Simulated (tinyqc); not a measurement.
What moves the results: four-band model of biased bilayer graphene near K. A value that a table varies takes the place of the one given here.

Basis A1, B1, A2, B2, with B1 below A2; p = kx + i ky, v_j = (sqrt3/2) a g_j. Diagonal -U/2, -U/2, U/2, U/2; <A1|B1> = <A2|B2> = v0 p*, <B1|A2> = g1, <A1|B2> = v3 p, <A1|A2> = <B1|B2> = -v4 p*.

Values chosen for the exercise (near those used for Bernal bilayer graphene; the results hold for these values, not for the real material): a = 2.46 angstrom (lattice constant); g0 = 2.82 eV (hopping in a layer); g1 = 0.355 eV (hopping of the dimer sites); g3 = 0 eV (skew hopping A1-B2); g4 = 0 eV (skew hopping A1-A2); U = 0.24 eV (potential difference of the layers); k = (0.028, 0.014) 1/angstrom (wave vector from K).

## Gap against bias

Closed form for g3 = g4 = 0: gap U g1/sqrt(U^2 + g1^2), ring radius as (U/2 v0) sqrt((2 g1^2 + U^2)/(g1^2 + U^2)). Last column: lowest band 3 less highest band 2 of the full matrix on a polar grid, |k| = 0 to 0.08 in steps of 0.001 1/angstrom, angles 0, 15, 30, 45, 60 degrees.

Gap:

| U (eV) | gap (eV) | kg (1/angstrom) | gap/U | gap on the grid (eV) |
|---|---|---|---|---|
| 0.02 | 0.0200 | 0.0024 | 0.998 | 0.0200 |
| 0.05 | 0.0495 | 0.0059 | 0.990 | 0.0495 |
| 0.10 | 0.0963 | 0.0116 | 0.963 | 0.0963 |
| 0.15 | 0.1382 | 0.0170 | 0.921 | 0.1382 |
| 0.20 | 0.1742 | 0.0221 | 0.871 | 0.1743 |
| 0.30 | 0.2291 | 0.0314 | 0.764 | 0.2292 |
| 0.40 | 0.2655 | 0.0400 | 0.664 | 0.2655 |
| 0.60 | 0.3055 | 0.0560 | 0.509 | 0.3055 |

The gap follows U while U << g1 (ratio 0.990 at 0.05 eV) and bends towards g1 = 0.355 eV, reaching 0.306 eV at 0.6. Grid and formula agree within 0.04 meV. U is the screened difference, smaller than the applied field times the layer distance.

## From parabola to cone

U = 0, along kx. Parabola: v0^2 k^2/g1. Hyperbola: sqrt(g1^2/4 + v0^2 k^2) - g1/2. Then bands 3 and 2 of the full matrix for +kx and band 3 for -kx.

Energies (eV):

| k (1/angstrom) | parabola | hyperbola | band 3, +kx | band 2, +kx | band 3, -kx |
|---|---|---|---|---|---|
| 0.002 | 0.0004 | 0.0004 | 0.0004 | -0.0004 | 0.0004 |
| 0.005 | 0.0025 | 0.0025 | 0.0025 | -0.0025 | 0.0025 |
| 0.010 | 0.0102 | 0.0099 | 0.0099 | -0.0099 | 0.0099 |
| 0.020 | 0.0407 | 0.0368 | 0.0368 | -0.0368 | 0.0368 |
| 0.030 | 0.0915 | 0.0755 | 0.0755 | -0.0755 | 0.0755 |
| 0.050 | 0.2542 | 0.1714 | 0.1714 | -0.1714 | 0.1714 |
| 0.080 | 0.6507 | 0.3349 | 0.3349 | -0.3349 | 0.3349 |
| 0.120 | 1.4641 | 0.5650 | 0.5650 | -0.5650 | 0.5650 |

The parabola is 3 % above the hyperbola at 0.01 and a factor 2.59 at 0.12 1/angstrom, where the slope nears v0. With g3 = g4 = 0 the hyperbola is exact, the bands are isotropic and mirror images.

## What each parameter does

The four levels at k. Each row changes one parameter from the base and keeps the others.

Results:

| case | band 1 (eV) | band 2 (eV) | band 3 (eV) | band 4 (eV) |
|---|---|---|---|---|
| base | -0.4638 | -0.1024 | 0.1024 | 0.4638 |
| g0 = 2.961 eV | -0.4711 | -0.1044 | 0.1044 | 0.4711 |
| g1 = 0.3905 eV | -0.4910 | -0.1046 | 0.1046 | 0.4910 |
| g3 = 0.1 eV | -0.4639 | -0.1018 | 0.1018 | 0.4639 |
| g4 = 0.05 eV | -0.4660 | -0.1002 | 0.1046 | 0.4616 |
| U = 0.29 eV | -0.4756 | -0.1124 | 0.1124 | 0.4756 |

The largest shifts from the base row, up to three for each result and ties (the steps differ in size, so this ranks the rows, not the parameters). band 1 (eV): g1 -0.0272, U -0.0118, g0 -0.0073. band 2 (eV): U -0.0100, g1 -0.0022, g4 +0.0022. band 3 (eV): U +0.0100, g4 +0.0022, g1 +0.0022. band 4 (eV): g1 +0.0272, U +0.0118, g0 +0.0073. Only g4 breaks the mirror symmetry between the upper and lower bands.

Computed by tinyqc, a small Python program: `OMP_NUM_THREADS=1 python tinyqc.py 1481283 1481284 out.jsonl` (the numbers bound the seed that draws the inputs); one thread of a shared host (Intel(R) Xeon(R) Processor @ 2.30GHz), about 0.08 s for the whole set of steps.
